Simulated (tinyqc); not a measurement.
Chemical vapour deposition: Grove model, boundary layer, depletion and step coverage. Changing the total pressure p. Computed by tinyqc, a small Python program. Command: `OMP_NUM_THREADS=1 python tinyqc.py 3023759 3023760 out.jsonl cvd sweep`. One thread of a shared host (Intel(R) Xeon(R) Processor @ 2.30GHz), about 0.02 s of CPU time with the checks.

A precursor diffuses to the surface and reacts there at first order; each molecule that reacts adds one formula unit of film.

Inputs (values chosen for the exercise, close to those used for silicon nitride (counted as SiN4/3)):

| quantity | value | unit |
|---|---|---|
| prefactor k0 of k_s | 3.3e+09 | cm/s |
| activation energy E | 1.85 | eV |
| temperature T | 730 | C |
| mole fraction of the precursor Y | 0.0021 | - |
| gas diffusivity D0 at 273.15 K and 760 torr | 0.21 | cm^2/s |
| film density N | 4e+22 | formula units/cm^3 |
| precursor mass M | 101 | u |
| trench width w | 0.17 | um |
| aspect ratio of the trench | 10 | - |
| gas velocity U | 16 | cm/s |
| kinematic viscosity nu0 at 273.15 K and 760 torr | 0.65 | cm^2/s |
| susceptor length L | 26 | cm |
| channel height b | 3.7 | cm |

Reactor: horizontal, atmospheric.

Constants: k_B = 1.380649e-23 J/K; u = 1.6605390666e-27 kg; k_B = 8.617333262e-05 eV/K.

Method:
- k_s = k0 exp(-E/(k_B T)); C_g = Y p/(k_B T), 1 torr = 133.322 Pa; D = D0 (T/273.15)^1.75 (760/p).
- Temperatures in kelvin are T(C) + 273.15.
- Mean speed c = sqrt(8 k_B T/(pi M)); reactive sticking probability beta = 4 k_s/c.
- nu = nu0 (T/273.15)^1.75 (760/p); Re = U L/nu; mean boundary layer delta = (2/3) L/sqrt(Re), at most b/2; h_g = D/delta.
- Fluxes in series: C_s = C_g/(1 + k_s/h_g); growth rate G = k_s h_g/(k_s + h_g) C_g/N; 1 cm/s = 6e8 nm/min.
- Plug flow: U b dC/dx = -k_eff C with k_eff = k_s h_g/(k_s + h_g), so C falls as exp(-k_eff x/(U b)); the used share of the precursor is 1 - C(L)/C(0).
- In a long trench of width w and depth l = aspect ratio x w: Knudsen diffusivity D_K = (2w) c/3 (hydraulic diameter 2w), combined as 1/D_e = 1/D_K + 1/D; D_e d2C/dz2 = 2 k_s C/w with D_e dC/dz = -k_s C at the floor. With m = sqrt(2 k_s/(w D_e)): C(floor)/C(top) = 1/[cosh(m l) + (k_s/(D_e m)) sinh(m l)].

One run for each value:

| total pressure p (torr) | growth rate G at the inlet (nm/min) | rate at the outlet over rate at the inlet | step coverage | gas diffusivity D (cm^2/s) |
|---|---|---|---|---|
| 38 | 17.95 | 0.50453 | 0.99392 | 40.920 |
| 73 | 32.38 | 0.52600 | 0.99386 | 21.301 |
| 140 | 55.61 | 0.56250 | 0.99372 | 11.107 |
| 270 | 89.18 | 0.61976 | 0.99346 | 5.759 |
| 530 | 130.94 | 0.69918 | 0.99294 | 2.934 |
| 2000 | 264.55 | 0.82565 | 0.99002 | 0.777 |
| 3800 | 392.72 | 0.86098 | 0.98647 | 0.409 |

Give the missing row, total pressure p (torr) = 1000.

Computed row; columns: (1) total pressure p (torr); (2) growth rate G at the inlet (nm/min); (3) rate at the outlet over rate at the inlet; (4) step coverage; (5) gas diffusivity D (cm^2/s):
```
(1)      (2)      (3)      (4)    (5)
1000  169.73  0.78205  0.99201  1.555
```

Interpolating between the two neighbouring rows (the first column on a logarithmic scale, the others too where they are positive) misses most in growth rate G at the inlet (nm/min), by 8.0 %. Over the rows, growth rate G at the inlet (nm/min) rises from 17.9 to 393 (exponent d ln y / d ln x 0.90 between the first rows and 0.62 between the last); rate at the outlet over rate at the inlet rises from 0.505 to 0.861 (exponent d ln y / d ln x between 0.064 and 0.18); step coverage falls from 0.9939 to 0.9865.

Caution (rows 38.0, 73.0, 140, 270, 530, 1000): the boundary layer is capped at b/2, so U, L and nu no longer affect h_g. Caution (all rows): the hydraulic-diameter form of D_K is rough for a slit.

Extremes, crossings and ranges named in words are read from the listed rows.
